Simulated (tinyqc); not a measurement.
# Changing the carrier density n

Model: mobility of a non-polar semiconductor in the relaxation-time approximation. Computed by tinyqc, a small Python program. Command: `OMP_NUM_THREADS=1 python tinyqc.py 3023051 3023052 out.jsonl rta sweep`. One thread of a shared host (Intel(R) Xeon(R) Processor @ 2.30GHz), about 0.04 s of CPU time with the checks.

Each valley is treated as a sphere of mass m_d for states and rates, with one isotropic relaxation time; the conductivity mass m_c sets the current.

Inputs (values chosen for the exercise, modelled on electrons in germanium):
```
quantity,value,unit
longitudinal mass m_l,1.56,m_0
transverse mass m_t,0.0809,m_0
equivalent valleys Z,4,-
static permittivity eps_s,16,-
density rho,5323,kg/m^3
sound velocity v_l,5230,m/s
acoustic deformation potential D_A,12,eV
phonon energy hbar w,32.9,meV
optical or intervalley deformation potential D_o,4.5,1e8 eV/cm
final valleys Z_f,3,-
compensation ratio C,0.21,-
temperature T,250,K
neutral impurity density N_n,1.2e+17,1/cm^3
```

Band: parabolic. Impurity formula: Conwell-Weisskopf. Further scattering: neutral impurities.

Constants: k_B = 8.617333262e-05 eV/K; m_0 = 9.1093837015e-31 kg; e = 1.602176634e-19 C; hbar = 1.054571817e-34 J s; eps_0 = 8.8541878128e-12 F/m; k_B = 1.380649e-23 J/K; hbar = 6.582119569e-16 eV s.

Method:
- m_d = (m_l m_t^2)^(1/3); 1/m_c = (1/m_l + 2/m_t)/3; Hall mass factor A = 3 K_m (K_m + 2)/(2 K_m + 1)^2, K_m = m_l/m_t; N_I = n (1 + C)/(1 - C).
- Parabolic band: E = hbar^2 k^2/(2 m), speed v = hbar k/m, states per spin, volume and energy g(E) = m k/(2 pi^2 hbar^2). Here m = m_d. Masses are multiplied by m_0 and all formulas are in SI units.
- The reduced Fermi level eta = E_F/(k_B T) solves n = 2 Z int g f dE with f = 1/(1 + exp(x - eta)) (Z = 1 unless valleys are given); screening length L_s = sqrt(eps_s eps_0 k_B T/(e^2 dn/deta)), dn/deta = 2 Z int g f (1 - f) dE.
- Integrals over x = E/(k_B T) use 160 Gauss-Legendre points in u = sqrt(x) from 0 to sqrt(max(eta, 0) + 32).
- Phonon occupation N_q = 1/(exp(hbar w/(k_B T)) - 1).
- Acoustic deformation potential (elastic, equipartition, absorption and emission together): 1/tau = 2 pi k_B T D_A^2 g(E)/(hbar rho v_l^2).
- Optical or intervalley deformation potential: 1/tau = (pi Z_f D_o^2/(rho w)) [N_q g(E + hbar w) + (N_q + 1) g(E - hbar w)], with g = 0 below the band edge.
- Each optical term is multiplied by (1 - f(E'))/(1 - f(E)), E' the final energy, for Pauli blocking.
- Singly charged impurities, momentum relaxation: 1/tau = N_I e^4 m (1 + 2 alpha E) Phi/(8 pi (eps_s eps_0)^2 hbar^3 k^3), with alpha = 0 for a parabolic band.
- Conwell-Weisskopf: Phi = ln(1 + y^2), y = 4 pi eps_s eps_0 E N_I^(-1/3)/e^2 (largest impact parameter N_I^(-1/3)/2).
- Neutral impurities (Erginsoy): 1/tau = 20 N_n a_B hbar/m, a_B = 4 pi eps_s eps_0 hbar^2/(m e^2).
- mu = (m_d/m_c) (2 Z e/(3 n k_B T)) int g v^2 tau f (1 - f) dE.
- Averages over x are split at the emission threshold x_0 = hbar w/(k_B T): 64 Gauss-Legendre points in sqrt(x) below it and 128 in sqrt(x - x_0) above it, up to x = max(eta, 0) + 32.
- Rates are added at each energy before the average. With <y> = int g v^2 y f (1 - f) dE: Hall factor r_H = A (3 n k_B T/(2 Z m_d)) <tau^2/(1 + 2 alpha E)>/<tau>^2 (alpha = 0 for a parabolic band); Hall mobility r_H mu; |S| = (k_B/e) (<x tau>/<tau> - eta); resistivity 1/(n e mu).
- Matthiessen's rule adds 1/mu of the separate processes.

One run for each value:
```
carrier density n (1/cm^3),drift mobility mu (cm^2/(V s)),resistivity (ohm cm),Seebeck coefficient |S| (microvolt/K),reduced Fermi level eta,Hall factor r_H,excess of Matthiessen's rule over the full mu (%)
1.00e+14,1818.0,3.4332e+01,1164.9,-11.254,0.80654,5.989
2.20e+15,1802.0,1.5744e+00,899.4,-8.162,0.80454,6.534
1.00e+16,1760.7,3.5450e-01,770.9,-6.648,0.80059,7.789
4.60e+16,1639.5,8.2758e-02,644.9,-5.120,0.79346,10.846
2.20e+17,1353.9,2.0955e-02,522.1,-3.547,0.78936,15.357
1.00e+18,923.0,6.7621e-03,408.7,-1.998,0.80180,15.274
4.60e+18,503.9,2.6928e-03,292.9,-0.308,0.82219,8.351
2.20e+19,244.2,1.1616e-03,174.3,2.019,0.82098,2.626
1.00e+20,136.3,4.5785e-04,84.9,6.542,0.80424,0.697
```

Give the missing row, carrier density n (1/cm^3) = 4.60e+14.

Computed row; columns: (1) carrier density n (1/cm^3); (2) drift mobility mu (cm^2/(V s)); (3) resistivity (ohm cm); (4) Seebeck coefficient |S| (microvolt/K); (5) reduced Fermi level eta; (6) Hall factor r_H; (7) excess of Matthiessen's rule over the full mu (%):
```
(1)          (2)         (3)     (4)     (5)      (6)    (7)
4.60e+14  1814.6  7.4773e+00  1033.6  -9.728  0.80608  6.109
```

Interpolating between the two neighbouring rows (the first column on a logarithmic scale, the others too where they are positive) misses most in excess of Matthiessen's rule over the full mu (%), by 2.3 %. Over the rows, drift mobility mu (cm^2/(V s)) falls from 1820 to 136 (exponent d ln y / d ln x -0.0012 between the first rows and -0.39 between the last); resistivity (ohm cm) falls from 34.3 to 4.58e-4 (exponent d ln y / d ln x -1.00 between the first rows and -0.61 between the last); Seebeck coefficient |S| (microvolt/K) falls from 1160 to 84.9 (exponent d ln y / d ln x -0.078 between the first rows and -0.48 between the last). At the low end the exponent of resistivity is -1.00, close to -1: the mobility is nearly constant there, so the resistivity follows 1/n. The mobility has fallen to half its first value between 1.00e18 and 4.60e18 per cm^3. The Fermi level enters the band between 4.60e18 and 2.20e19 per cm^3. While the gas is classical |S| falls by k_B/e ln 10 = 198 microvolt/K per decade if the scattering stays the same; between the first two rows it falls by 198 per decade. The Hall factor peaks at 0.82.

Caution (all rows): Erginsoy's formula holds for k a_B below about 0.5 and for dopants that stay neutral, which means low temperature; elsewhere it is only a rough constant rate. Caution (rows 4.60e18, 2.20e19, 1.00e20): above a few 1e18 per cm^3 the Born approximation, static screening and an unperturbed band are rough; measured mobilities are usually lower.

Extremes, crossings and ranges named in words are read from the listed rows.
